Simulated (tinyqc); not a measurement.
Ion-assisted plasma etching: sheath, surface coverage, synergy and aspect-ratio dependence: one step, computed by the program tinyqc.

Radicals adsorb on bare sites; ions remove covered sites with a high yield and bare sites by sputtering; a slow spontaneous reaction acts everywhere, walls included.

Question. Fluxes. Bohm speed u_B = sqrt(e T_e/M_i); ion flux G_i = 0.61 n_e u_B; radical flux G_n = n c/4 with c = sqrt(8 k_B T_g/(pi M_n)).

Inputs (values chosen for the exercise, close to those used for silicon dioxide in a fluorocarbon plasma):
```
quantity,value,unit
plasma density n_e,3.2e+10,1/cm^3
electron temperature T_e,3.1,eV
ion mass M_i,50,u
radical density n,2e+14,1/cm^3
radical mass M_n,19,u
gas temperature T_g,300,K
```

Feature: round hole.

Constants: e = 1.602176634e-19 C; u = 1.6605390666e-27 kg; k_B = 1.380649e-23 J/K.

Give: Bohm speed; ion flux G_i; radical speed c; radical flux G_n; flux ratio G_n/G_i.

Answer.

Bohm speed = 2.4458e+05 cm/s

ion flux G_i = 4.7743e+15 1/(cm^2 s)

radical speed c = 57819 cm/s

radical flux G_n = 2.8910e+18 1/(cm^2 s)

flux ratio G_n/G_i = 605.53
